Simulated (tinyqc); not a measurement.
Inside a calculation. Model: thermal and gravitational stress in a wafer during furnace and rapid thermal processing, and the onset of slip. Computed by tinyqc, a small Python program that keeps every step. Command: `OMP_NUM_THREADS=1 python tinyqc.py 3031898 3031899 out.jsonl slip walk`. One thread of a shared host (Intel(R) Xeon(R) Processor @ 2.30GHz), about 0.01 s of CPU time with the checks. Intermediate numbers are printed to about 6 digits and carried at full precision; extremes and crossings named in words are read from the listed rows.

A thin free disc in plane stress, isotropic; T(r) = T_centre + dT (r/R)^n with n = 2. Stress is positive in tension; sigma_SB = 5.670374419e-8 W/(m^2 K^4), g = 9.80665 m/s^2.

Inputs (values chosen for the exercise, for a model wafer):
```
quantity,value,unit
wafer radius R,100,mm
thickness t,725,micrometre
Young's modulus E,144,GPa
Poisson ratio nu,0.26,-
expansion alpha,4.28,1e-6/K
edge less centre temperature dT,14,K
temperature T,1250,K
prefactor A of the critical stress,0.00028,MPa
energy U of the critical stress,0.996,eV
density rho,2330,kg/m^3
heat capacity c,946,J/(kg K)
conductivity k,26.5,W/(m K)
wafer spacing s,7.5,mm
ramp rate,24,K/min
radius of the support ring over R,0.59,-
```

Temperature profile: parabolic.

Constants: k_B = 8.617333262e-05 eV/K.

## Thermal stress

With x = r/R: s_rr = alpha E dT (1 - x^n)/(n + 2), s_tt = alpha E dT [1 - (n + 1) x^n]/(n + 2).

Temperature and stresses at r/R = 0, 0.3, 0.5, 0.7, 0.8, 0.9, 0.95, 1:
```
r/R,T - T_centre (K),s_rr (MPa),s_tt (MPa)
0.00,0.000,2.15712,2.15712
0.30,1.260,1.96298,1.57470
0.50,3.500,1.61784,0.53928
0.70,6.860,1.10013,-1.01385
0.80,8.960,0.77656,-1.98455
0.90,11.340,0.40985,-3.08468
0.95,12.635,0.21032,-3.68328
1.00,14.000,0.00000,-4.31424
```

hoop stress at the edge = -4.31424 MPa

r/R where s_tt = 0 = 0.577350

The hot edge is squeezed; the edge stress is n times that at the centre in size.

## Resolved stress round the edge

At the edge the stress is uniaxial along the tangent d = (cos phi, sin phi, 0) of a (001) wafer; the Schmid factor is the largest |(d.n)(d.b)| over the twelve {111}<110> systems.

Schmid factor and resolved stress at phi = 0, 7.5, 15, 22.5, 30, 37.5 and 45 degrees from [100]:
```
phi from [100] (degrees),Schmid factor,resolved stress (MPa)
0.0,0.408248,1.76128
7.5,0.454124,1.95920
15.0,0.482963,2.08362
22.5,0.492799,2.12605
30.0,0.482963,2.08362
37.5,0.454124,1.95920
45.0,0.408248,1.76128
```

The factor is 1/sqrt(6) = 0.408 along <100> and <110> and peaks at 0.4928 at 22.5 degrees, so slip, if any, starts at eight places between these directions.

## Slip criterion

Critical resolved stress tau_c = A exp(U/(k_B T)), a form chosen for the exercise; slip when 0.492799 |s_tt(R)| > tau_c; allowed |dT| = tau_c (n + 2)/(0.492799 n alpha E).

critical stress tau_c = 2.90304 MPa

resolved over critical stress = 0.732354

allowed |dT| = 19.1164 K

No slip; the margin is a factor 1.4.

## Ramp rate in a batch furnace

In a stack heated from the rim, heat flows inward by conduction and by radiation between wafers: k_eff = k + (16/3) sigma_SB T^3 s^2/t (a diffusion estimate with the spacing as path length). A steady ramp gives the parabolic lag dT = rho c (ramp) R^2/(4 k_eff); the allowed ramp uses n = 2.

k_eff = 72.3274 W/(m K)

lag of the centre = 30.4750 K

allowed ramp rate = 15.0548 K/min

Radiation carries 63 % of the inward flow. The ramp is 1.59 of the allowed one.

## Gravity

Own weight q = rho g t on a ring of radius b R, x = r/R: moments of an edge-supported plate, M_r = q R^2 (3 + nu)(1 - x^2)/16 and M_t = q R^2 [(3 + nu) - (1 + 3 nu) x^2]/16, less the uniform moment inside the ring load, q R^2 [(1 - nu)(1 - b^2) - 2 (1 + nu) ln b]/8; stress at the lower face = 6 M/t^2.

stress at the centre = -0.0430297 MPa

radial stress at the ring = -0.177149 MPa

hoop stress at the ring = -0.116260 MPa

The largest of these is 0.031 tau_c when halved for shear. Point supports give far higher local stress than a ring.

## Position of the support ring

The formulas are those given above.

Stress at the lower face (MPa):
```
b,centre,radial at ring,hoop at ring,largest in size
0.40,-0.307441,-0.369087,-0.341100,0.369087
0.50,-0.158780,-0.255102,-0.211373,0.255102
0.60,-0.030937,-0.169641,-0.106671,0.169641
0.65,0.027674,-0.135111,-0.061209,0.135111
0.70,0.083624,-0.105168,-0.019459,0.105168
0.75,0.137402,-0.079323,0.019067,0.137402
0.80,0.189401,-0.057184,0.054763,0.189401
0.90,0.289296,-0.022788,0.118894,0.289296
1.00,0.385290,0.000000,0.174917,0.385290
```

Among these rows the largest stress is least, 0.105 MPa, for a ring at 0.7 R, 3.7 times below edge support: the overhang balances the sag of the centre. All values scale as R^2/t.

## Limits against temperature

The formulas are those given above.

For the parabolic profile:
```
T (K),tau_c (MPa),allowed |dT| (K),k_eff (W/(m K)),allowed ramp (K/min)
1050,16.8946,111.250,53.662,65.0029
1125,8.1104,53.407,59.908,34.8374
1200,4.2675,28.101,67.045,20.5144
1275,2.4217,15.947,75.132,13.0455
1350,1.4635,9.637,84.229,8.8384
1425,0.9326,6.141,94.395,6.3120
1500,0.6217,4.094,105.690,4.7111
```

From 1050 to 1500 K the allowed difference falls 27 times and the allowed ramp 14 times; radiation, which grows as T^3, gives back a factor 1.97. Ramps must slow as the wafer gets hotter.

Checks made by the program: force balance: the hoop stress integrates to zero (added to the edge stress) (relative difference below 1e-10).
